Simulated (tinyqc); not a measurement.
## MOS structure on a p-type body, non-linear Poisson equation by Newton steps: charge and capacitance against gate voltage

One dimension, insulator interface at x = 0, acceptor density Na, uniform, net doping C = -(acceptor density). psi is counted from the intrinsic level: n = ni exp((psi - Vb)/Vt), p = ni exp(-psi/Vt); deep in the body psi_b = -Vt ln(Na/ni). The gate acts through Cox = eps0 eox/tox and has the potential psi_G = Vg - (phiM - chi - Vt ln(Nc/ni)). Boltzmann statistics, full ionisation, classical densities, no oxide or interface charge.

ni = sqrt(Nc Nv) exp(-Eg/(2 Vt)), Eg in volts. The Poisson equation d/dx(eps0 eps_r dpsi/dx) = -q (p - n + C), with eps0 eps_r dpsi/dx = -Cox (psi_G - psi_0) at x = 0, is solved on a mesh of about 600 nodes or more. N_inv is the integral of n less its value deep in the body. C_LF = Cox (1 - dpsi_0/dVg) with all carriers following; C_HF is the same with the electron quasi-Fermi level shifting uniformly so that N_inv stays fixed. The centroid is that of the same excess.

Parameters, values chosen for the exercise; band and dielectric values close to those of silicon:
```
symbol    value   unit                                                                 meaning
T           300      K                                                             temperature
Eg         1.11     eV                                                                band gap
eps_r      11.6                                                          relative permittivity
Nc       2.8e19  cm^-3                                  conduction-band density of states at T
Nv      2.66e19  cm^-3                                     valence-band density of states at T
chi        4.02     eV                                                       electron affinity
Na       1.7e17  cm^-3                                       acceptor density deep in the body
eox         3.9         relative permittivity of the gate insulator (close to silicon dioxide)
tox         4.4     nm                                                     insulator thickness
phiM       4.14     eV                                                      gate work function
Vb            0      V                         electron quasi-Fermi potential against the body
```

Constants: q = 1.602176634e-19 C, kB = 1.380649e-23 J/K, Vt = kB T/q, eps0 = 8.8541878128e-14 F/cm where lengths are in cm. Results are converted to the units shown.

Result of one run:
```
Vg (V),psi_0 - psi_b (V),N_inv (cm^-2),C_LF/Cox,C_HF/Cox,centroid (nm)
-0.12,0.526,1.11e5,0.176,0.176,1.68
```

What becomes of these results when the gate voltage against the body Vg is changed from -0.12 to 0.86 V, all else the same?

Result of the changed run:
```
Vg (V),psi_0 - psi_b (V),N_inv (cm^-2),C_LF/Cox,C_HF/Cox,centroid (nm)
0.86,0.984,2.18e12,0.923,0.137,0.883
```

The whole series:
```
Vg (V),psi_0 - psi_b (V),N_inv (cm^-2),C_LF/Cox,C_HF/Cox,centroid (nm)
-0.12,0.526,1.11e5,0.176,0.176,1.68
0.02,0.643,9.02e6,0.161,0.161,1.50
0.16,0.761,7.96e8,0.154,0.150,1.36
0.3,0.872,5.27e10,0.359,0.141,1.25
0.44,0.929,4.17e11,0.750,0.138,1.14
0.58,0.955,9.62e11,0.859,0.137,1.04
0.72,0.971,1.56e12,0.901,0.137,0.953
0.86,0.984,2.18e12,0.923,0.137,0.883
1,0.993,2.82e12,0.937,0.137,0.825
1.14,1.00,3.46e12,0.946,0.137,0.775
```

N_inv goes from 1.11e5 to 3.46e12 cm^-2 and passes 2e11 cm^-2 at Vg = 0.372 V. Below threshold it takes 72.0 mV a decade between Vg = 0.02 and 0.16 V, against Vt ln 10 = 59.5 mV. C_LF/Cox is lowest, 0.154, at Vg = 0.16 V among the rows listed and ends at 0.946, while C_HF/Cox ends at 0.137. Between the last two rows q dN_inv/dVg is 0.939 Cox. Where the classical centroid is under about 2 nm, confinement would move the charge away from the interface and raise the threshold. Above about 2e12 cm^-2 degeneracy matters too.

Program tinyqc, `OMP_NUM_THREADS=1 python tinyqc.py 2080045 2080046 out.jsonl`; Intel Xeon 2.30GHz, shared host, one thread, about 0.3 s.
